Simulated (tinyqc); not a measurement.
Worked calculation: phonon-assisted absorption at an indirect gap. Values are carried at full precision from step to step, so a last printed digit may differ when a step is redone from the rounded ones.

alpha(E) = sum_j A_j [N_j (E - Eg + w_j)^2 + (N_j + 1)(E - Eg - w_j)^2], each bracket counted only where its base is positive; N_j = 1/(exp(w_j/kB T) - 1). The first term absorbs a phonon and the second emits one; excitons and direct transitions are left out.

Constants: kB = 8.617333262e-05 eV/K.

Parameters, chosen for this exercise (loosely those of SiGe at room temperature; Eg is not tied to T; not measured data):
- Eg = 0.953 eV (indirect gap, held fixed unless listed)
- w = (49.7, 14.2) meV (two zone-edge phonons)
- A = (2800, 720) 1/(cm eV^2) (their strengths)
- T = 200 K
- E = 1.3 eV (photon energy)
- nr = 3.82 (refractive index)
- d = 25 micrometre (thickness)
- xj = 0.46 micrometre (dead layer at the surface)
- W = 1.1 micrometre (depleted width)
- L = 5.1 micrometre (minority diffusion length below it)

## The four branches at one energy

Evaluate the occupations and each term.

N_j: 0.05924  0.7816

terms with phonon absorption (1/cm): 26.10  73.42

terms with phonon emission (1/cm): 262.1  142.1

alpha = 503.7 1/cm
wavelength hc/E (hc = 1239.841984 eV nm) = 953.7 nm

Phonon absorption supplies 19.8 % of alpha; the depth 1/alpha is 19.9 micrometre.

## What a slab does with it

Slab of thickness d in air, incoherent passes: R = ((nr - 1)/(nr + 1))^2, x = exp(-alpha d); transmitted Tr = (1 - R)^2 x/(1 - R^2 x^2), reflected Rt = R + (1 - R)^2 R x^2/(1 - R^2 x^2), absorbed Ab = (1 - R)(1 - x)/(1 - R x).

d in cm is 1e-4 times the value in micrometres.

R = 0.3423
x = 0.2838
Tr = 0.1240
Rt = 0.3543
Ab = 0.5217

A single pass would absorb (1 - R)(1 - x) = 0.4710; the back face adds 0.0507.

## Quantum efficiency of a diode

Photodiode (Gaertner form with a dead layer): QE = (1 - R) exp(-alpha xj) [1 - exp(-alpha W)/(1 + alpha L)], R = ((nr - 1)/(nr + 1))^2; responsivity = QE/E in A/W for E in eV.

Evaluate the factors; 1 micrometre = 1e-4 cm.

passes the dead layer = 0.9771
collected share = 0.2473
QE = 0.1589
responsivity = 0.1222 A/W

Without diffusion from below the collected share would be 0.0539.

## Checks

- Tr + Rt + Ab against 1: both 1.000000.

Program tinyqc; command `OMP_NUM_THREADS=1 python tinyqc.py 1651702 1651703 out.jsonl`; about 0.01 s on one thread of a shared Intel(R) Xeon(R) Processor @ 2.30GHz.
